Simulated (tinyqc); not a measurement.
One-dimensional ballistic tunnel FET, two-band WKB: effect of temperature.

A p-type source for x < 0 with its Fermi level at 0 and its valence edge at ds; in the channel the bands fall as D exp(-x/lam) towards their flat values, with the conduction edge at Ec = ds - dP and D = dP + Eg. The gate moves dP one to one. The drain Fermi level lies at -Vd and the drain side reflects nothing. For w = E - Ec between 0 and dP an electron crosses the gap. Two-band dispersion with equal masses m: inside the gap kappa = sqrt(m u (1 - u/Eg)/C), u the distance from a band edge, C = hbar^2/(2 m0).

S(w) = 2 lam int_0^Eg kappa(u) du/(w + Eg - u) = 2 pi lam sqrt(m/(C Eg)) [w + Eg/2 - sqrt(w (w + Eg))], T(w) = exp(-S). I = g (2 q^2/h) int_0^dP T(w) [f(E) - f(E + Vd)] dw, E = ds - dP + w, f(x) = 1/(1 + exp(x/Vt)). Swing = d(dP)/d(log10 I).

Parameters, values chosen for the exercise; band and dielectric values those of a made-up semiconductor: band gap Eg = 1.48 eV; band-edge mass of the two-band model m = 0.074 m0; screening length of the source junction lam = 1.9 nm; source valence edge above the source Fermi level ds = 0.05 eV; drain bias Vd = 0.2 V; number of degenerate subbands (spin apart) g = 1; tunnelling window Ev(source) - Ec(channel) dP = 0.34 eV.

Constants: q = 1.602176634e-19 C, kB = 1.380649e-23 J/K, hbar = 1.054571817e-34 J s, h = 6.62607015e-34 J s, m0 = 9.1093837015e-31 kg, Vt = kB T/q, hbar^2/(2 m0) = 0.0380998212 eV nm^2. Results are converted to the units shown.

Effect of temperature:

| T (K) | I (uA) | swing (mV/decade) | Vt ln 10 (mV/decade) |
|---|---|---|---|
| 77 | 0.1095 | 277.7 | 15.28 |
| 150 | 0.1099 | 279.5 | 29.76 |
| 200 | 0.1097 | 280.7 | 39.68 |
| 250 | 0.1090 | 281.8 | 49.61 |
| 300 | 0.1078 | 282.8 | 59.53 |
| 350 | 0.1062 | 283.6 | 69.45 |
| 400 | 0.1044 | 284.3 | 79.37 |

What does the table show?

I goes from 0.1095 through a maximum of 0.1099 (at T = 150 K among the rows listed) to 0.1044 uA, and the swing rises from 278 to 284 mV/decade, while the thermionic limit rises from 15.3 to 79.4 mV/decade. Gap and mass are held fixed.

Computed by the program tinyqc: `OMP_NUM_THREADS=1 python tinyqc.py 2620040 2620041 out.jsonl`, one thread of a shared Intel Xeon 2.30GHz, about 0.01 s for the whole run.
